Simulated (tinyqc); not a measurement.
Inside a calculation. Model: vertical double-diffused power MOSFET, components of the on-resistance.

Numbers from tinyqc (`OMP_NUM_THREADS=1 python tinyqc.py 2230112 2230113 out.jsonl`; about 0.01 s on one thread of a shared Intel Xeon 2.30GHz). Printed values are rounded.

Stripe cells of pitch Wp + a, two channels a cell. Current flows through the channels, spreads in the accumulation layer, passes the gap between the p bodies and spreads at 45 degrees into the drift layer below them. Low drain voltage, full ionisation.

Inputs (values chosen for the exercise); bulk values close to those of gallium nitride: temperature T = 300 K; relative permittivity eps_r = 9.36; critical-field constant Kc = 26900 V/cm per (cm^-3)^(1/8); rated breakdown voltage of the drift layer BV = 650 V; drift mobility at 300 K mud = 907 cm^2/(V s); temperature exponent of the drift mobility bt = 2.3; gate oxide thickness (eps_r 3.9) tox = 30 nm; gate overdrive Vov = 11 V; channel mobility mch = 25 cm^2/(V s); accumulation-layer mobility mac = 100 cm^2/(V s); channel length Lc = 0.5 um; width of the p body in one cell, channels included Wp = 6.1 um; gap between neighbouring p bodies a = 4.2 um; depth of the p body xp = 1 um; doping of the gap over the drift doping Nj = 3; built-in voltage of the body junction Vbi = 3.17 V; substrate and contact resistance Rs = 0.077 mohm cm^2.

Constants: q = 1.602176634e-19 C, eps0 = 8.8541878128e-14 F/cm where lengths are in cm. Results are converted to the units shown.

## Drift layer

Triangular field at breakdown with Ec = Kc N^(1/8): BV = eps0 eps_r Ec^2/(2 q N), so N = (eps0 eps_r Kc^2/(2 q BV))^(4/3); W = 2 BV/Ec; mu = mud (T/300 K)^(-bt); rho = 1/(q mu N); ideal resistance rho W.

drift doping N = 4.09607e16 cm^-3
Ec = 3.20847 MV/cm
drift thickness W = 4.05177 um
electron mobility mu at T = 907 cm^2/(V s)
drift resistivity rho = 0.168002 ohm cm
ideal resistance = 0.0680707 mohm cm^2

## Components of the on-resistance

Pitch p = Wp + a, Cox = 3.9 eps0/tox; zero-bias depletion in the gap w0 = sqrt(2 eps0 eps_r Vbi/(q N Nj)), open gap g = a - 2 w0; R_ch = Lc p/(2 mch Cox Vov); R_acc = 0.6 a p/(4 mac Cox Vov), 0.6 being an empirical factor for current leaving the layer along its length; R_gap = (rho/Nj) xp p/g; spreading depth t = min(W, (p - g)/2); R_drift = (rho p/2) ln((g + 2 t)/g) + rho (W - t); R_on = the sum with Rs.

w0 = 0.163364 um
g = 3.87327 um
components (mohm cm^2): channel 0.813490, accumulation 0.512499, gap 0.0148920, drift 0.0987070, substrate 0.077
R_on = 1.51659 mohm cm^2
shares (%): channel 53.6395, accumulation 33.7929, gap 0.9819, drift 6.5085, substrate 5.0772

The channel term is the largest. R_on is 22.3 times the ideal drift resistance rho W, and spreading raises the drift term to 1.45 times it.
